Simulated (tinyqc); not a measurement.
Single-domain magnet: Stoner-Wohlfarth switching, Neel-Arrhenius retention, LLG dynamics and spin torque: one step, computed by the program tinyqc.

The moment is uniform, with unit vector m; z is the easy axis. mu_0 = 1.25663706212e-6 T m/A, gamma = 1.76085963023e11 rad/(s T).

Problem. Retention at zero field. Delta = K_eff V/(k_B T); tau = exp(Delta)/f0; probability of a flip within t_w: P = 1 - exp(-t_w/tau). Wall width parameter sqrt(A/K_eff); a two-domain state costs 4 sqrt(A K_eff) times the cross-section that the wall cuts (pi d^2/4).

Inputs (values chosen for the exercise, for a model magnet):

| quantity | value | unit |
|---|---|---|
| diameter d | 8 | nm |
| exchange stiffness A | 12 | pJ/m |
| temperature T | 358 | K |
| attempt frequency f0 | 1 | GHz |
| waiting time t_w | 1 | s |

Shape: prolate spheroid, easy axis along it.

K_eff = 361.7430 kJ/m^3

volume V = 777.4395 nm^3

Constants: k_B = 1.380649e-23 J/K.

Give: stability factor Delta; log10 of tau in s; probability of a flip; wall parameter; barrier of the wall path / k_B T.

Solution.

stability factor Delta = 56.898

log10 of tau in s = 15.711

probability of a flip = 1.9468e-16

wall parameter = 5.7596 nm

barrier of the wall path / k_B T = 84.753

Ten years (3.15e8 s) need Delta > 40.3 for tau alone; this element has 56.9. Coherent rotation is the cheaper path.
